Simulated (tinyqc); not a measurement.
From one set of inputs to another, one input at a time: elastic strain and critical thickness of a cubic alloy layer A(1-x)B(x) on a thick substrate. Computed by tinyqc, a small Python program. Command: `OMP_NUM_THREADS=1 python tinyqc.py 3009613 3009614 out.jsonl misfit ladder`. One thread of a shared host (Intel(R) Xeon(R) Processor @ 2.30GHz), about 0.01 s of CPU time with the checks.

Strain is positive in tension. The layer is coherent with the substrate unless said otherwise.

The inputs printed are set A. Set A is modelled on Ga(1-x)In(x)As on InP; the values taken over come from a set modelled on GaAs(1-x)P(x) on GaAs. Inputs not listed in the table keep their values of set A, so the rows need not describe a real material.

Inputs (values chosen for the exercise, modelled on Ga(1-x)In(x)As on InP):
```
quantity                              value        unit
fraction x of B                        0.22           -
lattice constant a_A                  5.653    angstrom
lattice constant a_B                  6.058    angstrom
substrate lattice constant a_S        5.869    angstrom
layer thickness h                        24          nm
biaxial modulus of the substrate M_S    102         GPa
substrate thickness t_S                 350  micrometre
wafer diameter W                        150          mm
start of the iteration h0/b             100           -
```

Growth plane: (001). Layer: uncapped. Misfit dislocation: 60-degree.

C11, C12, C44 of A (GPa): 118.5  53.47  60.26

C11, C12, C44 of B (GPa): 82.3  44.5  39.67

Method:
- a = (1 - x) a_A + x a_B, the same rule for each C_ij; misfit f = (a_S - a)/a, the in-plane strain of the coherent layer.
- (001): D = 2 C12/C11, M = C11 + C12 - 2 C12^2/C11. The free surface carries no normal stress, so e_perp = -D f; dV/V = 2 f + e_perp; stress = M f; energy per area = M f^2 h (1 GPa nm = 1 J/m^2).
- Voigt averages: G = (C11 - C12 + 3 C44)/5, B = (C11 + 2 C12)/3, nu = (3 B - 2 G)/(2 (3 B + G)); b = a/sqrt(2). The 60-degree dislocation has cos alpha = 1/2, and cos lambda = 1/2 on (001).
- Matthews-Blakeslee: h_c = A [ln(h_c/b) + 1], A = b (1 - nu cos^2 alpha)/(8 pi |f| (1 + nu) cos lambda), the factor 8 pi being that of an uncapped layer.
- Start at h0, put the right side back in, and stop when the change is below 1e-9 h or h turns negative.
- Stoney: curvature = 6 |stress| h/(M_S t_S^2); radius = 1/curvature; bow = curvature W^2/8.

Each row keeps all changes above it:
```
input moved                                  from     to  misfit f  critical thickness h_c (Matthews-Blakeslee) (nm)  curvature (1/m)
set A                                           -      -   0.02210                                              3.51          0.02905
substrate lattice constant a_S (angstrom)   5.869  5.653  -0.01552                                              5.79          0.02040
layer thickness h (nm)                         24    3.8  -0.01552                                              5.79          0.00323
substrate thickness t_S (micrometre)          350    625  -0.01552                                              5.79          0.00101
lattice constant a_B (angstrom)             6.058  5.451   0.00792                                             13.76          0.00052
biaxial modulus of the substrate M_S (GPa)    102    130   0.00792                                             13.76          0.00041
fraction x of B                              0.22   0.71   0.02603                                              2.56          0.00108
```

Where does the difference come from?

Misfit f goes from 0.0221 to 0.0260, +0.00393 in all. The largest single move comes from substrate lattice constant a_S (-0.0376), but it runs against the net change; the largest move in the direction of the net change is lattice constant a_B (+0.0234). Critical thickness h_c (Matthews-Blakeslee) goes from 3.51 to 2.56, a factor 0.731 in all. The largest single move comes from fraction x of B (a factor 0.186), and lattice constant a_B works against it (a factor 2.38). Curvature goes from 0.0290 to 0.00108, a factor 0.0371 in all. The largest single move comes from layer thickness h (a factor 0.158), and fraction x of B works against it (a factor 2.65). The single moves hold for this order of the switches; the total does not depend on the order.

Caution (rows set A, fraction x of B): above about 2 % misfit, linear elasticity is rough and compressed layers tend to form islands before dislocations. Caution (rows set A, substrate lattice constant a_S, fraction x of B): the curvature assumes a coherent layer, but h exceeds h_c. Caution (rows set A): a bow above a fifth of the wafer thickness is beyond Stoney's small-deflection limit. Caution (rows fraction x of B): a critical thickness of a few Burgers vectors is outside continuum elasticity and hangs on the core term.

Extremes, crossings and ranges named in words are read from the listed rows.
